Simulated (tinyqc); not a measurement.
Starting guesses with plain Roothaan steps: SCF starting guesses in the 6-31g basis, for H3+, spin multiplicity 1. Computed by the program tinyqc with PySCF. RHF with one setting changed at a time; a run stops when the energy changes by less than 1e-09 hartree and the error matrix is below 1e-5. Starts: the lowest orbitals of the core Hamiltonian, of the Wolfsberg-Helmholz matrix (K = 1.75), projected atomic densities, random orbitals, and the highest orbitals of the core Hamiltonian (a deliberately bad start).

Geometry (angstrom):
```
atom       x       y        z
H     0.0000  0.0000   0.0000
H     0.0000  0.0000   0.8260
H     0.0000  0.0000  -0.8260
```

lowest restricted solution found by these runs and by PySCF = -1.219738 hartree

Largest element of the error matrix X^T (FDS - SDF) X:
```
iteration     core  Wolfsberg-Helmholz  atomic densities   random  highest core orbitals
1          2.4e-01             1.3e-01           1.5e-01  5.6e-01                1.3e-01
2          2.6e-02             2.6e-02           2.2e-02  8.6e-02                4.2e-02
3          3.2e-03             4.9e-03           3.8e-03  1.8e-02                9.0e-03
4          5.2e-04             9.6e-04           7.1e-04  3.8e-03                2.0e-03
5          8.9e-05             1.9e-04           1.4e-04  8.1e-04                4.4e-04
6          1.6e-05             3.8e-05           3.0e-05  1.8e-04                9.8e-05
8                -             1.6e-06           1.4e-06  1.0e-05                5.0e-06
```

How each run ends:
```
run                    iterations  E (hartree)         state
core                            7    -1.219738  lowest found
Wolfsberg-Helmholz              8    -1.219738  lowest found
atomic densities                8    -1.219738  lowest found
random                          9    -1.219738  lowest found
highest core orbitals           9    -1.219738  lowest found
```

What does the comparison show, and why?

5 of 5 runs reach the lowest restricted solution found, in 7 to 9 iterations (fastest: core). The first errors are 2e-01, 1e-01, 1e-01, 6e-01, 1e-01; the deliberately bad start has the smallest one, so a small first error does not mark a good start.
